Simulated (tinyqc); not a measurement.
Capacitance of parallel on-chip lines from Laplace's equation on a mesh: two steps of the calculation.

Cross-section of an endless row of equal lines between two grounded planes; neighbours are driven in antiphase (+1 V and -1 V), so the plane midway between two lines is at 0 V. By symmetry one quarter is solved: x runs from the centre of a line (column 0, mirror) to that midplane (column 3, 0 V), y from the mid-height of the line (row 0, mirror) to the ground plane (row 4, 0 V). The line fills columns 0 to 1 and rows 0 to 1 at 1 V. Cells beside the line (below row 1) have e2, cells above have e1. Each link between nodes has the conductance g = mean permittivity of the two cells beside it (a cell beyond a mirror counts as 0), and the free nodes obey sum g (V_neighbour - V) = 0.

Inputs (values chosen for the exercise):
```
symbol,value,unit,meaning
e1,3.9,,relative permittivity above and below the lines
e2,3.9,,relative permittivity between the lines
om,1,,over-relaxation factor
```

Constants: eps0 = 8.8541878128e-12 F/m. Results are converted to the units shown.

Question 1. Relaxation sweep. One sweep visits the free nodes row by row from row 0, left to right, and replaces V by V + om (weighted mean of the neighbours - V), using new values at once.

V at the start (V):
```
       col 0  col 1  col 2  col 3
row 0      1      1      0      0
row 1      1      1      0      0
row 2      0      0      0      0
row 3      0      0      0      0
row 4      0      0      0      0
```

gx:
```
       col 0  col 1  col 2
row 0   1.95   1.95   1.95
row 1    3.9    3.9    3.9
row 2    3.9    3.9    3.9
row 3    3.9    3.9    3.9
row 4   1.95   1.95   1.95
```

gy:
```
       col 0  col 1  col 2  col 3
row 0   1.95    3.9    3.9   1.95
row 1   1.95    3.9    3.9   1.95
row 2   1.95    3.9    3.9   1.95
row 3   1.95    3.9    3.9   1.95
```

Find: V after sweep 1.

Answer 1.

V after sweep 1 (V):
```
        col 0   col 1   col 2   col 3
row 0  1.0000  1.0000  0.2500  0.0000
row 1  1.0000  1.0000  0.3125  0.0000
row 2  0.2500  0.3125  0.1562  0.0000
row 3  0.0625  0.0938  0.0625  0.0000
row 4  0.0000  0.0000  0.0000  0.0000
```

Question 2. Capacitance per length. C = 4 eps0 sum g (difference of V)^2 over all links (twice the energy of the four quarters, line at 1 V). Plate estimate without fringing: eps0 [2 e1 w/hd + 2 e2 t/(s/2)], w = 2 hx, t = 2 hx, s/2 = 2 hx, hd = 3 hx.

converged V (V):
```
           col 0      col 1      col 2      col 3
row 0  1.0000000  1.0000000  0.4668665  0.0000000
row 1  1.0000000  1.0000000  0.4337330  0.0000000
row 2  0.5714736  0.5156989  0.2680656  0.0000000
row 3  0.2544966  0.2232565  0.1228305  0.0000000
row 4  0.0000000  0.0000000  0.0000000  0.0000000
```

gx:
```
       col 0  col 1  col 2
row 0   1.95   1.95   1.95
row 1    3.9    3.9    3.9
row 2    3.9    3.9    3.9
row 3    3.9    3.9    3.9
row 4   1.95   1.95   1.95
```

gy:
```
       col 0  col 1  col 2  col 3
row 0   1.95    3.9    3.9   1.95
row 1   1.95    3.9    3.9   1.95
row 2   1.95    3.9    3.9   1.95
row 3   1.95    3.9    3.9   1.95
```

Give: C; plate estimate.

Answer 2.

C = 211.52 aF/um
plate estimate = 115.10 aF/um

Numbers from tinyqc (`OMP_NUM_THREADS=1 python tinyqc.py 2790182 2790183 out.jsonl`; about 1 s on one thread of a shared Intel Xeon 2.30GHz).
